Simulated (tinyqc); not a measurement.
## MOS structure on a p-type body, non-linear Poisson equation by Newton steps: charge and capacitance against gate voltage

One dimension, insulator interface at x = 0, acceptor density Na, uniform, net doping C = -(acceptor density). psi is counted from the intrinsic level: n = ni exp((psi - Vb)/Vt), p = ni exp(-psi/Vt); deep in the body psi_b = -Vt ln(Na/ni). The gate acts through Cox = eps0 eox/tox and has the potential psi_G = Vg - (phiM - chi - Vt ln(Nc/ni)). Boltzmann statistics, full ionisation, classical densities, no oxide or interface charge.

ni = sqrt(Nc Nv) exp(-Eg/(2 Vt)), Eg in volts. The Poisson equation d/dx(eps0 eps_r dpsi/dx) = -q (p - n + C), with eps0 eps_r dpsi/dx = -Cox (psi_G - psi_0) at x = 0, is solved on a mesh of about 600 nodes or more. N_inv is the integral of n less its value deep in the body. C_LF = Cox (1 - dpsi_0/dVg) with all carriers following; C_HF is the same with the electron quasi-Fermi level shifting uniformly so that N_inv stays fixed. The centroid is that of the same excess.

Inputs (values chosen for the exercise); band and dielectric values close to those of silicon: temperature T = 250 K; band gap Eg = 1.14 eV; relative permittivity eps_r = 11.5; conduction-band density of states at T Nc = 2.1e19 cm^-3; valence-band density of states at T Nv = 2.04e19 cm^-3; electron affinity chi = 4.03 eV; acceptor density deep in the body Na = 8.3e15 cm^-3; relative permittivity of the gate insulator (close to aluminium oxide) eox = 9.01; insulator thickness tox = 8.8 nm; gate work function phiM = 4.55 eV; electron quasi-Fermi potential against the body Vb = 0 V.

Constants: q = 1.602176634e-19 C, kB = 1.380649e-23 J/K, Vt = kB T/q, eps0 = 8.8541878128e-14 F/cm where lengths are in cm. Results are converted to the units shown.

Results:

| Vg (V) | psi_0 - psi_b (V) | N_inv (cm^-2) | C_LF/Cox | C_HF/Cox | centroid (nm) |
|---|---|---|---|---|---|
| 0.26 | 0.666 | 7.59e6 | 0.0346 | 0.0345 | 5.45 |
| 0.68 | 0.937 | 8.00e11 | 0.807 | 0.0301 | 2.92 |
| 0.89 | 0.966 | 1.82e12 | 0.895 | 0.0302 | 2.10 |
| 1.11 | 0.985 | 2.96e12 | 0.930 | 0.0302 | 1.65 |
| 1.32 | 0.998 | 4.07e12 | 0.947 | 0.0302 | 1.38 |
| 1.53 | 1.01 | 5.21e12 | 0.958 | 0.0302 | 1.19 |

Estimate the missing row, Vg = 0.47 V.

Computed row:

| Vg (V) | psi_0 - psi_b (V) | N_inv (cm^-2) | C_LF/Cox | C_HF/Cox | centroid (nm) |
|---|---|---|---|---|---|
| 0.47 | 0.860 | 5.11e10 | 0.291 | 0.0305 | 4.54 |

With this row back in the table: N_inv goes from 7.59e6 to 5.21e12 cm^-2 and passes 2e11 cm^-2 at Vg = 0.531 V. C_LF/Cox is lowest, 0.0346, at Vg = 0.26 V among the rows listed and ends at 0.958, while C_HF/Cox ends at 0.0302. Between the last two rows q dN_inv/dVg is 0.953 Cox. Where the classical centroid is under about 2 nm, confinement would move the charge away from the interface and raise the threshold. Above about 2e12 cm^-2 degeneracy matters too.

tinyqc, about 0.4 s, one thread, Intel Xeon 2.30GHz (shared host): `OMP_NUM_THREADS=1 python tinyqc.py 2080145 2080146 out.jsonl`
